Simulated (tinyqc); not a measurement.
Worked calculation: thermal, flicker and telegraph noise of a field-effect transistor. Computed by tinyqc, a small Python program that keeps every step. Command: `OMP_NUM_THREADS=1 python tinyqc.py 3007506 3007507 out.jsonl noise walk`. One thread of a shared host (Intel(R) Xeon(R) Processor @ 2.30GHz), about 0.01 s of CPU time with the checks. Intermediate numbers are printed to about 7 digits and carried at full precision; extremes and crossings named in words are read from the listed rows.

Strong inversion, threshold roll-off and channel-length modulation left out; noise sources are uncorrelated and are given as one-sided spectral densities. The drain voltage is 50 mV.

Inputs (values chosen for the exercise, modelled on a silicon n-channel):

| quantity | value | unit |
|---|---|---|
| width W | 31 | micrometre |
| length L | 2400 | nm |
| electrical oxide thickness t | 6.2 | nm |
| mobility mu | 400 | cm^2/(V s) |
| overdrive V_ov | 0.49 | V |
| oxide trap density N_t | 1.1e+16 | 1/(eV cm^3) |
| oxide barrier phi | 2.4 | eV |
| oxide mass m_ox | 0.25 | m_0 |
| Hooge parameter alpha_H | 4.3e-05 | - |
| frequency f | 1000 | Hz |
| temperature T | 200 | K |

Operating region: linear. Flicker model: Hooge.

Constants: eps_0 = 8.8541878128e-12 F/m; hbar = 1.054571817e-34 J s; m_0 = 9.1093837015e-31 kg; e = 1.602176634e-19 C; k_B = 8.617333262e-05 eV/K; k_B = 1.380649e-23 J/K.

## Operating point

C_ox = 3.9 eps_0/t; I = mu C_ox (W/L) V_ov V_D; g_m = I/V_ov; g_d0 = I/V_D.

C_ox = 0.5569570 microfarad/cm^2

drain current I = 70.50147 microampere

g_m = 143.8806 microsiemens

g_d0 = 1410.029 microsiemens

## Flicker noise

Tunnelling length lambda = hbar/(2 sqrt(2 m_ox phi)); flat-band noise S_Vfb = e^2 k_B T lambda N_t/(W L C_ox^2 f). Hooge: S_I = I^2 alpha_H/(f N), N = W L C_ox V_ov/e (the source-end density).

tunnelling length lambda = 1.259957 angstrom

S_Vfb = 2.656782e-16 V^2/Hz

flicker S_I = 1.686493e-22 A^2/Hz

flicker S_I/I^2 = 3.393034e-14 1/Hz

## Thermal noise and corner

Thermal: S_I = 4 k_B T g_d0; input-referred S_V = S_I/g_m^2; corner f_c where flicker equals thermal. Total input noise from 1 Hz to f_c: sqrt(S_V,thermal [f_c ln(f_c/1 Hz) + f_c - 1 Hz]).

thermal S_I = 1.557405e-23 A^2/Hz

input-referred thermal noise = 27.42828 nV/sqrt(Hz)

corner frequency f_c = 10828.87 Hz

input noise up to f_c = 9.155779 microvolt

full shot noise 2eI over thermal S_I = 1.450565

At f the noise is flicker dominated (f_c/f = 10.8).

## How many traps?

Active traps per decade of time constant: N_dec = N_t k_B T W L lambda ln(10); a single trap at the interface shifts the threshold by e/(W L C_ox) and the current by g_m times that; tunnelling depth for frequency f, z = lambda ln(1/(2 pi f tau_0)), tau_0 = 1e-10 s.

traps per decade = 4.092042

threshold step of one trap = 3.866480e-04 mV

current step of one trap = 7.890776e-05 %

depth probed at f = 1.799247 nm

With several traps per decade their Lorentzians merge into 1/f.

## Telling the models apart

The formulas are those given above.

Against the overdrive:

| V_ov (V) | I (microampere) | (g_m/I)^2 (1/V^2) | S_I/I^2 (1/Hz) | S_I/g_m^2 (V^2/Hz) |
|---|---|---|---|---|
| 0.20 | 28.7761 | 25.00000 | 8.312933e-14 | 3.325173e-15 |
| 0.25 | 35.9701 | 16.00000 | 6.650346e-14 | 4.156466e-15 |
| 0.32 | 46.0418 | 9.76562 | 5.195583e-14 | 5.320277e-15 |
| 0.40 | 57.5522 | 6.25000 | 4.156466e-14 | 6.650346e-15 |
| 0.50 | 71.9403 | 4.00000 | 3.325173e-14 | 8.312933e-15 |
| 0.63 | 90.6447 | 2.51953 | 2.639026e-14 | 1.047430e-14 |
| 0.80 | 115.1044 | 1.56250 | 2.078233e-14 | 1.330069e-14 |
| 1.00 | 143.8806 | 1.00000 | 1.662587e-14 | 1.662587e-14 |

S_I/I^2 falls as V_ov^-1.00 at first and V_ov^-1.00 at the end; (g_m/I)^2 as V_ov^-2.00 and V_ov^-2.00. S_I/I^2 follows 1/N, so the input-referred noise rises by a factor 5.00, roughly as V_ov.

Checks made by the program: g_m against a numerical derivative of I (relative difference below 1e-10).
